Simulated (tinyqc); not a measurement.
Carrier lifetime of a p-type layer with SRH, radiative, Auger and surface recombination: effect of the acceptor density at dn = 1e17 cm^-3.

Uniform excess density dn = dp (no trapping), n = n0 + dn, p = p0 + dn, Boltzmann statistics, full ionisation. Surfaces enter as a rate 2 S dn/d, which holds while diffusion to them is fast.

ni = sqrt(Nc Nv) exp(-Eg/(2 Vt)), Eg in volts; majority density N/2 + sqrt(N^2/4 + ni^2), n0 p0 = ni^2; n1 = Nc exp(-Et/Vt), p1 = Nv exp((Et - Eg)/Vt); tn0 = 1/(sn vth Nt), tp0 = 1/(sp vth Nt). With e = n p - ni^2 = dn (n0 + p0 + dn): U_SRH = e/(tp0 (n + n1) + tn0 (p + p1)), U_rad = B e, U_Aug = (Cn n + Cp p) e, U_s = 2 S dn/d. Each tau is dn over its rate; tau = dn/U with U the sum. Here dn = 1e17 cm^-3.

Values chosen for this exercise; band and dielectric values those of a made-up semiconductor:
- T = 300 K (temperature)
- Eg = 1.2 eV (band gap)
- Nc = 9.73e17 cm^-3 (conduction-band density of states at T)
- Nv = 1.46e19 cm^-3 (valence-band density of states at T)
- B = 1.91e-10 cm^3/s (radiative coefficient)
- Cn = 6.9e-30 cm^6/s (Auger coefficient (two electrons))
- Cp = 1.8e-30 cm^6/s (Auger coefficient (two holes))
- Nt = 1.2e12 cm^-3 (trap density)
- sn = 4e-15 cm^2 (capture cross-section for electrons)
- sp = 1e-14 cm^2 (capture cross-section for holes)
- vth = 1.5e7 cm/s (thermal velocity (both carriers))
- Et = 0.29 eV (trap level below the conduction band)
- S = 2000 cm/s (surface recombination velocity (both faces))
- d = 3 um (sample thickness)

Constants: q = 1.602176634e-19 C, kB = 1.380649e-23 J/K, Vt = kB T/q. Results are converted to the units shown.

The same in every row: tau_s (s) = 7.500e-8.

Result of one run:

| N (cm^-3) | tau_SRH (s) | tau_rad (s) | tau_Aug (s) | tau (s) | radiative share (%) | largest path |
|---|---|---|---|---|---|---|
| 1e14 | 1.944e-5 | 5.230e-8 | 1.148e-5 | 3.068e-8 | 58.66 | radiative |

What becomes of these results when the acceptor density N is changed from 1e14 to 3e16 cm^-3, all else the same?

Result of the changed run:

| N (cm^-3) | tau_SRH (s) | tau_rad (s) | tau_Aug (s) | tau (s) | radiative share (%) | largest path |
|---|---|---|---|---|---|---|
| 3e16 | 1.816e-5 | 4.027e-8 | 8.325e-6 | 2.608e-8 | 64.77 | radiative |

The whole series:

| N (cm^-3) | tau_SRH (s) | tau_rad (s) | tau_Aug (s) | tau (s) | radiative share (%) | largest path |
|---|---|---|---|---|---|---|
| 1e14 | 1.944e-5 | 5.230e-8 | 1.148e-5 | 3.068e-8 | 58.66 | radiative |
| 4e14 | 1.942e-5 | 5.215e-8 | 1.144e-5 | 3.063e-8 | 58.74 | radiative |
| 2e15 | 1.934e-5 | 5.133e-8 | 1.122e-5 | 3.034e-8 | 59.11 | radiative |
| 7e15 | 1.908e-5 | 4.893e-8 | 1.059e-5 | 2.948e-8 | 60.26 | radiative |
| 3e16 | 1.816e-5 | 4.027e-8 | 8.325e-6 | 2.608e-8 | 64.77 | radiative |
| 1e17 | 1.667e-5 | 2.618e-8 | 4.762e-6 | 1.930e-8 | 73.74 | radiative |
| 5e17 | 1.481e-5 | 8.726e-9 | 9.416e-7 | 7.748e-9 | 88.79 | radiative |
| 2e18 | 1.415e-5 | 2.493e-9 | 1.065e-7 | 2.359e-9 | 94.62 | radiative |

Radiative recombination leads at N = 1e14 and in all other rows. tau_SRH falls from 1.94e-5 to 1.42e-5 s and the total lifetime falls from 3.07e-8 to 2.36e-9 s. Between the last two rows tau_rad goes as N^(-0.90) and tau_Aug as N^(-1.57).

Numbers from tinyqc (`OMP_NUM_THREADS=1 python tinyqc.py 2300026 2300027 out.jsonl`; about 0.01 s on one thread of a shared Intel Xeon 2.30GHz).
